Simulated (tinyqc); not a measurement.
Double quantum well by finite differences: sweeps and comparisons. A value that a table varies takes the place of the one given here.

Finite differences on points z_i at the centres of cells of width h: H_ii = (c/h^2)(1/m_(i-1/2) + 1/m_(i+1/2)) + V_i, H_(i,i+1) = -(c/h^2)/m_(i+1/2), where m_(i+1/2) is the mean of the masses at the two points (the end values are repeated outwards), psi = 0 on the points beyond both ends, c = hbar^2/2m0. The field adds e F (z - z0) with z0 the middle of the structure; 1 kV/cm = 1e-5 eV/angstrom.

Constants: hbar^2/2m0 = 3.80998211 eV angstrom^2.

Parameters, chosen for this exercise (near those of a strained Si well in SiGe; not measured data):
```
symbol  value                                                                                        unit      meaning
layers  ((12, 0.179, 0.889), (16, 0, 0.935), (4, 0.179, 0.889), (16, 0, 0.935), (12, 0.179, 0.889))            each layer: thickness in angstrom, band edge in eV, mass in m0
hf      0.25                                                                                         angstrom  cell width of the fine grid
Fs      (0, 33.3, 66.7, 100, 133, 167, 200)                                                          kV/cm     fields
ws      (1, 2, 3, 4, 6, 8, 12)                                                                       angstrom  widths of the middle barrier
```

## Stark shift

Fine grid. Perturbation theory: dE1 = e F z_11 - beta (e F)^2 with beta = sum_j z_1j^2/(E_j - E_1) over the 13 next levels at zero field, z from z0.

Levels against field:
```
F (kV/cm)  E1 (eV)  E2 (eV)  dE1 (meV)  second order (meV)  <z - z0> (angstrom)  E2 - E1 (meV)
0           0.0428   0.0777       0.00                0.00                  0.0           34.8
33.3        0.0425   0.0779      -0.31               -0.31                 -1.8           35.4
66.7        0.0416   0.0786      -1.21               -1.24                 -3.5           37.0
100         0.0402   0.0797      -2.63               -2.80                 -5.0           39.5
133         0.0383   0.0811      -4.48               -4.94                 -6.2           42.7
167         0.0361   0.0827      -6.75               -7.80                 -7.2           46.6
200         0.0336   0.0844      -9.24              -11.18                 -7.9           50.9
```

z_11 = 0.00 angstrom
beta = 2795 angstrom^2/eV

How do the results move?

At zero field the state is centred, so the shift starts as F^2; it turns linear only if the state is pulled to one side. At 200 kV/cm E1 has moved by -9.24 meV, where second order gives -11.18 meV; the two first part by more than 10 % at 133 kV/cm. The electron moves by -7.9 angstrom, against the rise of the potential. E2 - E1 grows with the field; the ends are 34.8 and 50.9 meV.

## Middle barrier of the double well

Fine grid, zero field, the third layer set to each width in turn. kappa = sqrt(m (V - E)/c) in that layer at the mean of E1 and E2 of the last row.

Splitting:
```
width (angstrom)  E1 (eV)  E2 (eV)  E2 - E1 (meV)  ln(E2 - E1)
1.00               0.0301   0.0872          57.13        4.045
2.00               0.0353   0.0837          48.43        3.880
3.00               0.0394   0.0805          41.08        3.716
4.00               0.0428   0.0777          34.85        3.551
6.00               0.0479   0.0730          25.05        3.221
8.00               0.0514   0.0694          17.98        2.889
12.00              0.0557   0.0649           9.24        2.223
```

kappa = 0.1664 1/angstrom

How do the results move?

The splitting falls from 57.1 to 9.24 meV; the last slope of its logarithm is -0.1664 per angstrom, against -kappa = -0.1664: for equal wells the splitting is twice the tunnelling matrix element.

(tinyqc, `OMP_NUM_THREADS=1 python tinyqc.py 1282697 1282698 out.jsonl`, Intel(R) Xeon(R) Processor @ 2.30GHz, 1 thread, shared host, about 0.01 s.)
